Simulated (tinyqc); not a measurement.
# Reset of a mushroom phase-change cell, hemispherical electro-thermal model: two studies

Current spreads from a hemispherical contact of radius r0 into a large dome with constant rho and ka: j = I/(2 pi r^2). With s = r0/r the steady rise is T - T0 = c (b s - s^2), c = I^2 rho/(8 pi^2 ka r0^2). The heat lost through the heater, (T(r0) - T0)/Rh, fixes b = (2 + g)/(1 + g), g = 1/(2 pi ka r0 Rh).

Parameters, values chosen for the exercise; values of the order of Ge-Sb-Te and related chalcogenides:
```
symbol  value     unit                                            meaning
T0        300        K                                ambient temperature
Tm        871        K                                      melting point
r0         40       nm                       radius of the heater contact
rho       7.3  mohm cm                resistivity of the hot chalcogenide
ka       1.26  W/(m K)                           its thermal conductivity
Rh         10     K/uW  thermal resistance of the path through the heater
```

Each table varies one quantity; the others keep the values above.

## Amorphous thickness against current

The peak lies at s = b/2 with the rise c b^2/4; melting starts at the current where that equals Tm - T0, and the molten shell spans the roots of s^2 - b s + (Tm - T0)/c = 0 (s at most 1). Electrical resistance rho/(2 pi r0).

Amorphous thickness against current:
```
I (uA)  peak T (K)  T at the contact (K)  thickness of the melt (nm)  power (uW)
1280         881.9                 871.1                       12.65       475.9
1310         909.5                 898.1                       20.71       498.5
1350         947.3                 935.2                       29.21       529.4
1410          1006                 992.9                       40.79       577.5
1490          1088                  1074                       55.73       644.8
1580          1187                  1170                       72.69       725.1
1710          1338                  1319                       98.13       849.3
1850          1515                  1493                       127.2       994.1
```

The thickness rises from 12.7 to 127 nm; it opens as the square root of I - Im just above the melting current of 1270 uA. The contact itself melts from I = 1280 uA on among the rows.

## Scaling of the melting current

Same model as above.

Rh is scaled as 1/r0, as for an isotropic shrink, in the last two columns and held fixed in the first two.

Scaling of the melting current:
```
r0 (nm)  Im (uA)  Im/(2 pi r0^2) (MA/cm^2)  Im with Rh = Rh (40 nm/r0) (uA)  power there (uW)
5          217.3                     138.4                            158.5             58.37
8          321.6                     79.98                            253.6             93.40
12         450.2                     49.76                            380.4             140.1
17         602.7                     33.19                            538.9             198.5
24         809.0                     22.35                            760.8             280.2
33          1068                     15.61                             1046             385.3
45          1410                     11.08                             1426             525.4
60          1833                     8.104                             1902             700.5
```

Read the table: what changes, and by how much?

With isotropic scaling Im and the power go as r0^(1.00) and r0^(1.00), so the current density grows as 1/r0 and the voltage stays fixed. With Rh held, Im goes as r0^(0.86) over the table, as the heater path weighs more for a small contact. For r0 = 5, 8 boundary thermal resistance, left out here, would dominate.

Range of the model: Constant properties, no latent heat, thermoelectric terms, boundary resistance or heating in the heater itself.

Computed by the program tinyqc: `OMP_NUM_THREADS=1 python tinyqc.py 2490121 2490122 out.jsonl`, one thread of a shared Intel Xeon 2.30GHz, about 0.01 s for the whole run.
